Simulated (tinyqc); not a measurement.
From one set of inputs to another, one input at a time: current of a Schottky diode by thermionic-emission-diffusion theory, and its read-back from I-V-T and C-V data. Computed by tinyqc, a small Python program. Command: `OMP_NUM_THREADS=1 python tinyqc.py 3010578 3010579 out.jsonl schottky ladder`. One thread of a shared host (Intel(R) Xeon(R) Processor @ 2.30GHz), about 0.01 s of CPU time with the checks.

Full ionisation, no tunnelling, no recombination current. V is the voltage across the junction itself, forward positive.

The inputs printed are set A. Set A is modelled on n-type silicon; the values taken over come from a set modelled on n-type amorphous oxide. Inputs not listed in the table keep their values of set A, so the rows need not describe a real material.

Inputs (values chosen for the exercise, modelled on n-type silicon):
```
quantity                                     value           unit
Richardson constant A*                         109   A/(cm^2 K^2)
effective density of states at 300 K, N_c  2.9e+19         1/cm^3
permittivity eps                              11.7              -
mobility mu                                    910     cm^2/(V s)
barrier without image force phi_0 (mean)     0.819             eV
doping N                                   4.8e+15         1/cm^3
series resistance R_s                          2.9  milliohm cm^2
junction voltage V                            0.36              V
temperature T                                  200              K
standard deviation sigma                        60            meV
relative change of sigma^2 with bias, rho     0.69            1/V
```

Barrier: Gaussian spread of heights.

Constants: k_B = 8.617333262e-05 eV/K; e = 1.602176634e-19 C; eps_0 = 8.8541878128e-12 F/m.

Method:
- N_c(T) = N_c (T/300 K)^(3/2); V_bi = phi_0 - (k_B T/e) ln(N_c(T)/N); surface field F = sqrt(2 e N (V_bi - V - k_B T/e)/(eps eps_0)); image lowering d_phi = sqrt(e F/(4 pi eps eps_0)); effective barrier phi = phi_0 - d_phi - sigma^2 (1 - rho V)/(2 k_B T).
- Collection velocity v_R = A* T^2/(e N_c(T)); diffusion velocity v_D = mu F; J = e N_c(T) v_R/(1 + v_R/v_D) exp(-phi/k_B T) [exp(e V/k_B T) - 1].
- Terminal voltage V + J R_s.
- Ideality n = (e/k_B T)/(d ln J/dV) by a central difference of +/- 1 mV; J_0 = J exp(-e V/(n k_B T)); apparent barrier phi_IV = k_B T ln(A* T^2/J_0); a C-V plot gives phi_CV = phi_0, the mean without lowering.

Each row keeps all changes above it:
```
input moved                                       from       to  current density J (A/cm^2)  apparent barrier phi_IV (eV)  image lowering (meV)
set A                                                -        -                  2.6358e-03                       0.69424                16.146
permittivity eps                                  11.7       10                  2.9816e-03                       0.69157                18.164
standard deviation sigma (meV)                      60       44                  3.6321e-04                       0.73985                18.164
barrier without image force phi_0 (mean) (eV)    0.819    0.898                  3.9852e-06                       0.81871                19.250
junction voltage V (V)                            0.36     0.29                  8.4759e-08                       0.81931                20.078
doping N (1/cm^3)                              4.8e+15  1.4e+17                  4.5450e-07                       0.78704                48.096
Richardson constant A* (A/(cm^2 K^2))              109     41.2                  1.7305e-07                       0.78695                48.096
mobility mu (cm^2/(V s))                           910       10                  1.2366e-07                       0.79134                48.096
```

Where does the difference come from?

Current density J goes from 0.00264 to 1.24e-7, a factor 4.69e-5 in all. The largest single move comes from barrier without image force phi_0 (mean) (a factor 0.0110), and doping N works against it (a factor 5.36). Apparent barrier phi_IV goes from 0.694 to 0.791, a factor 1.14 in all. The largest single move comes from barrier without image force phi_0 (mean) (a factor 1.11), and doping N works against it (a factor 0.961). Image lowering goes from 16.1 to 48.1, a factor 2.98 in all. The largest single move comes from doping N (a factor 2.40). The single moves hold for this order of the switches; the total does not depend on the order.

Extremes, crossings and ranges named in words are read from the listed rows.
